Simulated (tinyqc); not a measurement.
# Undoped symmetric double-gate MOSFET, analytic potential model: effects of single changes

An undoped body of thickness ts between two equal insulators and tied gates; long channel, electrons only, n = ni exp((psi - V)/Vt) with V the quasi-Fermi potential (0 at the source, Vd at the drain), constant mobility, no quantisation. Across the body psi(x) = V - 2 Vt ln[(ts/(2 beta)) sqrt(q ni/(2 eps0 eps_r Vt)) cos(2 beta x/ts)], x from the centre. Q is the electron charge per area of the whole body.

Inputs (values chosen for the exercise); material values close to those of silicon: temperature T = 273 K; band gap Eg = 1.14 eV; relative permittivity of the semiconductor eps_r = 11.8; conduction-band density of states at T Nc = 2.46e19 cm^-3; valence-band density of states at T Nv = 2.34e19 cm^-3; relative permittivity of the gate insulator eox = 8.81; insulator thickness tox = 4.5 nm; body thickness ts = 10 nm; gate work function less that of the intrinsic body dphi = -0.12 V; channel mobility mu = 690 cm^2/(V s); gate length L = 0.1 um; drain voltage Vd = 1 V.

Constants: q = 1.602176634e-19 C, kB = 1.380649e-23 J/K, Vt = kB T/q, eps0 = 8.8541878128e-14 F/cm where lengths are in cm. Results are converted to the units shown.

Each table varies one quantity; the others keep the values above.

## Effect of the insulator thickness

ni = sqrt(Nc Nv) exp(-Eg/(2 Vt)), Eg in volts; r = eps_r tox/(eox ts); V0 = dphi + 2 Vt ln[(2/ts) sqrt(2 eps0 eps_r Vt/(q ni))]. beta (between 0 and pi/2) solves (Vg - V0 - V)/(2 Vt) = ln(beta) - ln(cos beta) + 2 r beta tan(beta). Q = 8 eps0 eps_r Vt beta tan(beta)/ts; I = mu (1/L)(4 eps0 eps_r/ts)(2 Vt)^2 [g(beta_s) - g(beta_d)] per width, g = beta tan(beta) - beta^2/2 + r beta^2 tan^2(beta), with beta_s at V = 0 and beta_d at V = Vd.  I(low) is taken at Vg = 0.13 V, Qs and I(high) at Vg = 0.88 V.

The same in every row: V0 (V) = 0.38006.

Effect of the insulator thickness:
```
tox (nm)  I(low) (nA/um)  Qs(high) (nC/cm^2)  I(high) (uA/um)
1.5              0.77220              3754.9           5824.7
2.2              0.77220              2672.7           4274.5
3.1              0.77219              1968.2           3229.3
4.5              0.77219              1409.0           2372.3
6.5              0.77218              1011.4           1743.1
9.4              0.77216              723.76           1274.4
14               0.77214              503.05           904.64
```

What does the table show?

As tox goes from 1.5 to 14 nm, I(low) stays near 0.772 nA/um and I(high) falls from 5820 to 905 uA/um. On average I(low) is independent of tox and I(high) goes as tox^(-0.83). Below threshold no voltage drops over the insulator in this long-channel model, so its thickness does not matter there. In every row the surface density at the source at the higher gate voltage passes 0.3 Nc, where Boltzmann statistics fail. In every row mu V/L at the higher gate voltage, with V the smaller of Vd and Vg - V0, passes 3e6 cm/s, so velocity saturation would lower the current. At tox = 14 nm L is under three scale lengths of this cross-section, so short-channel effects, left out here, would raise the subthreshold current.

## Effect of the gate work function less that of the intrinsic body

Same model as above.

Result of one run:
```
dphi (V)  V0 (V)  I(low) (nA/um)  Qs(high) (nC/cm^2)  I(high) (uA/um)
-0.07     0.4301         0.09219                1254             1913
```

What becomes of these results when the gate work function less that of the intrinsic body dphi is changed from -0.07 to 0.03 V, all else the same?

Result of the changed run:
```
dphi (V)  V0 (V)  I(low) (nA/um)  Qs(high) (nC/cm^2)  I(high) (uA/um)
0.03      0.5301        0.001314               950.4             1153
```

The whole series:
```
dphi (V)  V0 (V)  I(low) (nA/um)  Qs(high) (nC/cm^2)  I(high) (uA/um)
-0.27     0.2301           444.3                1883             4075
-0.22     0.2801           54.04                1724             3453
-0.17     0.3301           6.466                1566             2885
-0.12     0.3801          0.7722                1409             2372
-0.07     0.4301         0.09219                1254             1913
-0.02     0.4801         0.01101                1101             1507
0.03      0.5301        0.001314               950.4             1153
```

As dphi goes from -0.27 to 0.03 V, I(low) falls from 444 to 0.00131 nA/um and I(high) falls from 4070 to 1150 uA/um. V0 rises from 0.230 to 0.530 V. In every row the surface density at the source at the higher gate voltage passes 0.3 Nc, where Boltzmann statistics fail. In every row mu V/L at the higher gate voltage, with V the smaller of Vd and Vg - V0, passes 3e6 cm/s, so velocity saturation would lower the current.

## Transfer curve and volume inversion

Q = 8 eps0 eps_r Vt beta tan(beta)/ts; I = mu (1/L)(4 eps0 eps_r/ts)(2 Vt)^2 [g(beta_s) - g(beta_d)] per width, g = beta tan(beta) - beta^2/2 + r beta^2 tan^2(beta), with beta_s at V = 0 and beta_d at V = Vd. The drop is psi(surface) - psi(centre) at the source end; C = dQs/dVg, Cg = 2 eps0 eox/tox; gm = dI/dVg.

Transfer curve and volume inversion:
```
Vg (V)  Qs (nC/cm^2)  drop (mV)      C/Cg  I (uA/um)  gm/I (1/V)
0.08        5.680e-4   6.795e-5  6.964e-6   9.219e-5       42.51
0.23          0.3320    0.03971  0.004050    0.05404       42.40
0.38           68.33      7.724    0.4107      16.91       27.88
0.53           387.9      34.76    0.7399      238.9       11.20
0.68           802.9      57.14    0.8414      850.6       6.512
0.83            1254      73.73    0.8888       1913       4.523
0.98            1724      86.54    0.9153       3453       3.445
1.13            2204      96.85    0.9321       5485       2.773
1.28            2692      105.4    0.9434       8018       2.315
```

The current rises from 9.22e-5 to 8020 uA/um. In the first row gm/I is 42.5 1/V, within 0.01 % of 1/Vt: with no depletion charge the whole body follows the gate, and the swing is ideal. The drop between surface and centre goes from 6.8e-5 to 105 mV and passes Vt at Vg = 0.53 V among the rows; below that the density varies across the body by less than a factor of e (volume inversion). C reaches 0.94 of Cg in the last row. For Vg = 0.68 to 1.28 V the surface density at the source passes 0.3 Nc, where Boltzmann statistics fail. For Vg = 0.53 to 1.28 V mu V/L, with V the smaller of Vd and Vg - V0, passes 3e6 cm/s, so velocity saturation would lower the current.

Numbers from tinyqc (`OMP_NUM_THREADS=1 python tinyqc.py 2440035 2440036 out.jsonl`; about 0.01 s on one thread of a shared Intel Xeon 2.30GHz).
